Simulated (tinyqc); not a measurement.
Harmonic transition-state theory with quantum, tunnelling and friction corrections: one step, computed by the program tinyqc.

One atom hops between equivalent sites; three modes at the minimum and two real modes at the saddle are treated as harmonic, the rest of the crystal as unchanged; melting is ignored, so hot rows may lie above the melting point.

Task: Quantum harmonic rate. Vineyard: nu* = product of minimum frequencies / product of real saddle frequencies; k_cl = nu* exp(-E_b/(k_B T)). Quantum harmonic: k_q = (k_B T/h) [prod 2 sinh(x_i/2) (minimum) / prod 2 sinh(x_j/2) (saddle)] exp(-E_b/(k_B T)), x = h nu/(k_B T). Zero-point correction to the barrier = (h/2)(sum of saddle frequencies - sum of minimum frequencies).

Inputs (values chosen for the exercise, modelled on interstitial hydrogen in silicon): barrier E_b = 0.519 eV; temperature T = 388 K.

Lattice of sites: three-dimensional.

frequencies at the minimum (THz): 36.1  38.8  49.8

real frequencies at the saddle (THz): 48.1  64.3

Constants: h x 1 THz = 4.135667696 meV; k_B = 8.617333262e-05 eV/K.

Give: x at the minimum; x at the saddle; zero-point correction; quantum harmonic rate k_q; ratio k_q/k_cl.

Result:

x at the minimum: 4.465  4.799  6.160

x at the saddle: 5.950  7.953

zero-point correction = -25.43 meV

quantum harmonic rate k_q = 3.079e+06 1/s

ratio k_q/k_cl = 0.7526

To second order in x the ratio is 1 + (sum x_i^2 - sum x_j^2)/24 = 0.2609; the x are too large for that expansion.
